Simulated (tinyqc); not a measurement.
## Trap density from one capacitance

Inverse problem. Traps spread evenly through the insulator exchange electrons with the semiconductor by tunnelling, with tau(x) = t0 exp(2 ka x) at depth x from the interface. The admittance per area Y seen at depth x obeys dY/dx = -Y^2/(i w eps0 eox) + q Nb ln(1 + i w tau)/tau, with Y(0) = i w Cs and w = 2 pi f; the gate sees Y(tox) = G + i w C. Working variable y = Y/(i w), in uF/cm^2. Cox = eps0 eox/tox. Find Nb and G/w.

Values chosen for this exercise: relative permittivity of the insulator eox = 3.85; insulator thickness tox = 8.2 nm; semiconductor capacitance in accumulation Cs = 6.7 uF/cm^2; decay constant of the wave function in the insulator ka = 3.8 1/nm; time constant of a trap at the interface t0 = 7e-9 s; frequency f = 1e5 Hz.

Constants: q = 1.602176634e-19 C, eps0 = 8.8541878128e-14 F/cm where lengths are in cm. Results are converted to the units shown.

C = 0.39347208 uF/cm^2

Answer. C rises steadily with Nb, so one density matches; in practice ka and t0 must come from the frequency dependence.

Nb = 1.20e19 cm^-3 eV^-1
G/w = 9.41e-4 uF/cm^2

tinyqc, about 0.7 s, one thread, Intel Xeon 2.30GHz (shared host): `OMP_NUM_THREADS=1 python tinyqc.py 2202023 2202024 out.jsonl`
